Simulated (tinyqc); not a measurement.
Trap density from two Hall measurements.

Question. p-type body, charge-sheet picture, full ionisation (an idealisation for deep acceptors), Boltzmann statistics for free electrons. e = Ec - EF at the surface. psi = Eg - Vt ln(Nv/Na) - e; N_dep = sqrt(2 eps0 eps_r Na (psi - Vt)/q); n_f = sqrt(N_dep^2 + 2 eps0 eps_r Vt Nc exp(-e/Vt)/q) - N_dep; Vg = Vfb + psi + q (N_dep + n_t + n_f)/Cox, Cox = eps0 eox/tox. Find e and n_t at both points and the mean trap density between them.

Parameters, values chosen for the exercise; band and dielectric values close to those of 4H silicon carbide: temperature T = 300 K; band gap Eg = 3.27 eV; relative permittivity eps_r = 9.58; conduction-band density of states at T Nc = 1.68e19 cm^-3; valence-band density of states at T Nv = 2.51e19 cm^-3; relative permittivity of the insulator eox = 3.9; insulator thickness tox = 34 nm; acceptor density Na = 3.2e15 cm^-3; flat-band voltage without trapped charge Vfb = -2.71 V.

Constants: q = 1.602176634e-19 C, kB = 1.380649e-23 J/K, Vt = kB T/q, eps0 = 8.8541878128e-14 F/cm where lengths are in cm. Results are converted to the units shown.

Vg (V): 0.64160998  0.85859473
free sheet density from the Hall effect (cm^-2): 9.4726127e8  3.1217581e10

Solution. Each n_f fixes e; what the gate voltage holds beyond psi, N_dep and n_f is trapped; the difference quotient is the density, smeared over a few Vt.

e (eV): 0.2320  0.1400
n_t (cm^-2): 3.788e10  8.180e10
mean trap density = 4.774e11 cm^-2 eV^-1

Numbers from tinyqc (`OMP_NUM_THREADS=1 python tinyqc.py 2222108 2222109 out.jsonl`; about 0.03 s on one thread of a shared Intel Xeon 2.30GHz).
